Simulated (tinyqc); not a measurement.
From results to parameters: Luttinger model of the valence bands. Computed by the program tinyqc.

Problem. In the four-band Luttinger model 1/m = g1 -/+ 2 g2 along [100] and g1 -/+ 2 g3 along [111]. Find g1, g2, g3 and the light hole mass along [111].

heavy and light hole masses along [100] (electron masses): 0.247525  0.138889
heavy hole mass along [111] = 0.500000 electron masses

Solution. The mean of the two inverse masses along [100] is g1 and a quarter of their difference is g2; g3 = (g1 - 1/m_hh[111])/2.

g1, g2, g3: 5.620  0.790  1.810
light hole mass along [111] = 0.1082 electron masses
